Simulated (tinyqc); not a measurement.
Thermodynamics of metal silicides: hull, first phase, silicon consumed, nucleation and stability against SiO2: one step, computed by the program tinyqc. Command: `OMP_NUM_THREADS=1 python tinyqc.py 3018792 3018793 out.jsonl silphase walk`. One thread of a shared host (Intel(R) Xeon(R) Processor @ 2.30GHz), about 0.01 s of CPU time with the checks.

Entropies of formation of the solids are neglected, so heats stand for free energies. Si fractions: M5Si3 0.3750, MSi 0.5000, MSi2 0.6667.

Task: First phase. Effective heat of formation: at the interface the mixture has the Si fraction x_e; the limiting element scales the heat, H_eff = H x_e/x if x_e < x, H (1 - x_e)/(1 - x) otherwise. The rule names the most negative as the first phase; its restriction to congruently melting phases is left out here.

Inputs (values chosen for the exercise, of the order of those of titanium silicides for heats and volumes only): heat of formation of M5Si3 = -74.3 kJ/mol atoms; heat of formation of MSi = -64.8 kJ/mol atoms; heat of formation of MSi2 = -46.5 kJ/mol atoms; Si fraction x_e at the lowest liquidus = 0.61.

Phases: M5Si3, MSi, MSi2.

Give: H_eff; most negative H_eff.

Result:

H_eff (kJ/mol atoms): M5Si3 -46.3632, MSi -50.5440, MSi2 -42.5475

most negative H_eff = -50.544 kJ/mol atoms

The rule picks MSi, ahead of M5Si3 by 4.2 kJ/mol; it is not the phase with the most negative heat itself. The rule is empirical and ignores nucleation barriers.
